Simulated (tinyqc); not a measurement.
Tail length against growth temperature: equilibrium and kinetic segregation of a solute to boundaries and growing surfaces. Computed by tinyqc, a small Python program. Command: `OMP_NUM_THREADS=1 python tinyqc.py 3009948 3009949 out.jsonl segreg walk`. One thread of a shared host (Intel(R) Xeon(R) Processor @ 2.30GHz), about 0.01 s of CPU time with the checks.

Inputs (values chosen for the exercise, for a model alloy): exchange barrier E_b = 1.63 eV; surface segregation energy E_s = 0.46 eV; growth rate = 1.9 monolayers/s.

Constants: k_B = 8.617333262e-05 eV/K.

Method. Two-state exchange during growth, dilute: jump up r_u = nu exp(-E_b/(k_B T_g)), jump back r_d = r_u exp(-E_s/(k_B T_g)), nu = 1e13 1/s. In the time 1/R of one monolayer the share carried up is p = [r_u/(r_u + r_d)] [1 - exp(-(r_u + r_d)/R)]; the tail decays as p^n, length -1/ln p monolayers; the equilibrium limit has p = r_u/(r_u + r_d).

Exchange model:
```
T_g (K)       r_u/R        p  length (monolayers)  equilibrium limit
555      8.3126e-03  0.00828           2.0859e-01              15036
594      7.7903e-02  0.07495           3.8595e-01               7996
626      3.9674e-01  0.32748           8.9578e-01               5051
659      1.8015e+00  0.83479           5.5377e+00               3296
685      5.3553e+00  0.99488           1.9468e+02               2424
710      1.4160e+01  0.99946           1.8398e+03               1842
749      5.6690e+01  0.99920           1.2456e+03               1246
807      3.4815e+02  0.99866           7.4650e+02                746
904      4.3056e+03  0.99728           3.6735e+02                367
```

What does the comparison show, and why?

The length peaks among these rows at 710 K with 1840 monolayers. Below, exchange freezes (r_u/R = 0.0083 in the first row); above, the length follows the equilibrium limit, about exp(E_s/(k_B T)), down to 367.

Extremes, crossings and ranges named in words are read from the listed rows.
